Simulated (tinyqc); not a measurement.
Model-solid line-up of a strained alloy layer on a substrate: sweeps and comparisons. A value that a table varies takes the place of the one given here.

All values of the alloy are linear in x but the gap, Eg(x) = (1 - x) Eg_A + x Eg_B - C x (1 - x), and the valence edge, Ev(x) = (1 - x) Ev_A + x Ev_B + fv C x (1 - x); Ec = Ev + Eg. Ev is the top of the unstrained valence band on a scale common to all materials. In the layer only the Gamma valley of the conduction band is followed, also where an X or L valley would lie lower.

Coherent growth on a (001) face: e_par = (a_s - a)/a, e_perp = -2 (C12/C11) e_par; exx = eyy = e_par, ezz = e_perp, no shear.

Strained edges: Ec + ac tr(e); the valence edges are Ev plus the levels of the 6 x 6 matrix of X, Y, Z times spin with -Dso/3 + l exx + m (eyy + ezz) on the diagonal (cyclic), n exy off it, l = av + 2 b, m = av - b, n = sqrt(3) d. Spin-orbit term (Dso/3) L.sigma on X, Y, Z with (L_k)_ij = -i epsilon_kij: <X+|H|Y+> = -i Dso/3, <X+|H|Z-> = Dso/3, <Y+|H|Z-> = -i Dso/3, <Z+|H|X-> = -Dso/3, <Z+|H|Y-> = i Dso/3, <X-|H|Y-> = i Dso/3, and their conjugates; + and - are the spin along z.

dEc = Ec(substrate) - Ec(layer), dEv = Ev(layer) - Ev(substrate); positive values confine the carrier in the layer. Type I: both of one sign; type II: opposite signs; type III: the gaps do not overlap.

Coherent growth: e_par = (a_s - a)/a. (001): e_perp = -2 (C12/C11) e_par; exx = eyy = e_par, ezz = e_perp, no shear. (111): e_perp = -(2 C11 + 4 C12 - 4 C44)/(C11 + 2 C12 + 4 C44) e_par; exx = eyy = ezz = (2 e_par + e_perp)/3 and exy = eyz = ezx = (e_perp - e_par)/3. (110): e_perp = -(C11 + 3 C12 - 2 C44)/(C11 + C12 + 2 C44) e_par; exx = eyy = (e_par + e_perp)/2, ezz = e_par, exy = (e_perp - e_par)/2, eyz = ezx = 0.

Values chosen for the exercise (A near GaP, B near InP, substrate near Ge; the results hold for these values, not for the real material): a = (5.459, 5.872) angstrom (lattice constant of A, B); Eg = (2.883, 1.441) eV (gap at Gamma to the s-like level of A, B); Dso = (0.081, 0.108) eV (spin-orbit splitting of A, B); Ev = (-1.26, -0.95) eV (top of the unstrained valence band of A, B); ac = (-8.08, -6.02) eV (conduction deformation potential of A, B); av = (1.7, 0.6) eV (valence hydrostatic potential of A, B); b = (-1.62, -1.99) eV (tetragonal shear potential of A, B); d = (-4.67, -4.94) eV (trigonal shear potential of A, B); C11 = (142.3, 102.1) GPa (of A, B); C12 = (61.4, 56.5) GPa (of A, B); C44 = (69.3, 45.7) GPa (of A, B); C = 0.605 eV (bowing of the gap); fv = 0 (share of the bowing taken by the valence edge); a_s = 5.656 angstrom (substrate); Eg_s = 0.736 eV (lowest gap of the substrate); Ev_s = -0.35 eV (substrate valence edge); face = 001 (growth face); x = 0.08 (fraction of B).

## Composition against offsets

Each composition is strained to the same substrate.

Results:

| x | e_par (%) | relaxed gap (eV) | strained gap (eV) | valence splitting (meV) | dEc (eV) | dEv (eV) | type |
|---|---|---|---|---|---|---|---|
| 0.08 | 2.99 | 2.723 | 2.242 | 255 | -0.837 | -0.669 | I |
| 0.20 | 2.06 | 2.498 | 2.179 | 178 | -0.740 | -0.703 | I |
| 0.31 | 1.23 | 2.307 | 2.126 | 105 | -0.658 | -0.732 | I |
| 0.43 | 0.34 | 2.115 | 2.070 | 27 | -0.576 | -0.758 | I |
| 0.55 | -0.53 | 1.940 | 1.965 | 30 | -0.502 | -0.726 | I |
| 0.67 | -1.39 | 1.783 | 1.837 | 50 | -0.437 | -0.663 | I |
| 0.78 | -2.16 | 1.654 | 1.723 | 58 | -0.385 | -0.602 | I |
| 0.90 | -3.00 | 1.531 | 1.602 | 63 | -0.336 | -0.529 | I |

The alloy matches the substrate at x = 0.477, where the top valence edge changes its character and the splitting passes through zero. The strained gap runs from 2.242 to 1.602 eV, against 2.723 to 1.531 eV for the relaxed alloy: strain takes back part of the change that the composition makes. Strains above 2 % can be kept only in layers of a few nanometres. The line-up is type I throughout, with the layer as the barrier. Where the alloy is indirect its X or L edge, left out, lies lower and sets the real gap and dEc.

## The same layer on three faces

Composition and substrate are kept.

Results:

| face | e_perp (%) | tr(e) (%) | shift of Ec (meV) | shift of Ev (meV) | valence splitting (meV) | gap (eV) |
|---|---|---|---|---|---|---|
| (001) | -2.619 | 3.352 | -265.3 | 216.2 | 254.6 | 2.2416 |
| (111) | -1.421 | 4.550 | -360.2 | 288.3 | 334.3 | 2.0747 |
| (110) | -1.669 | 4.301 | -340.5 | 273.3 | 300.2 | 2.1093 |

The layer yields most along the normal on (001) and least on (111), so the volume change, and with it the shift of Ec, is largest on (111). The valence splitting, set by b on (001), by d on (111) and by both on (110), is largest on (111). The gaps span 167 meV, from (111) to (001).

## What each parameter does

Strained gap, valence splitting and offsets. Each row changes one parameter from the base and keeps the others.

Results:

| case | gap (eV) | splitting (meV) | dEc (eV) | dEv (eV) |
|---|---|---|---|---|
| base | 2.2416 | 254.6 | -0.8366 | -0.6690 |
| x = 0.06 | 2.2527 | 267.1 | -0.8535 | -0.6632 |
| a_s = 5.636 angstrom | 2.3026 | 221.4 | -0.8690 | -0.6976 |
| C = 0.705 eV | 2.2343 | 254.6 | -0.8293 | -0.6690 |
| fv = 0.2 | 2.2416 | 254.6 | -0.8455 | -0.6601 |
| Ev_s = -0.3 eV | 2.2416 | 254.6 | -0.7866 | -0.7190 |
| ac = (-9.292, -6.923) eV | 2.2018 | 254.6 | -0.7968 | -0.6690 |
| d = (-5.37, -5.681) eV | 2.2416 | 254.6 | -0.8366 | -0.6690 |
| b = (-1.863, -2.288) eV | 2.2145 | 295.6 | -0.8366 | -0.6419 |

The largest shifts from the base row, up to three for each result and ties (the steps differ in size, so this ranks the rows, not the parameters). gap (eV): a_s +0.0609, ac -0.0398, b -0.0272; unchanged at the printed digits by fv, Ev_s and d. splitting (meV): b +41.0, a_s -33.2, x +12.5; unchanged at the printed digits by C, fv, Ev_s, ac and d. dEc (eV): Ev_s +0.0500, ac +0.0398, a_s -0.0324; unchanged at the printed digits by d and b. dEv (eV): Ev_s -0.0500, a_s -0.0286, b +0.0272; unchanged at the printed digits by C, ac and d.

Program tinyqc; command `OMP_NUM_THREADS=1 python tinyqc.py 1081115 1081116 out.jsonl`; about 0.02 s on one thread of a shared Intel(R) Xeon(R) Processor @ 2.30GHz.
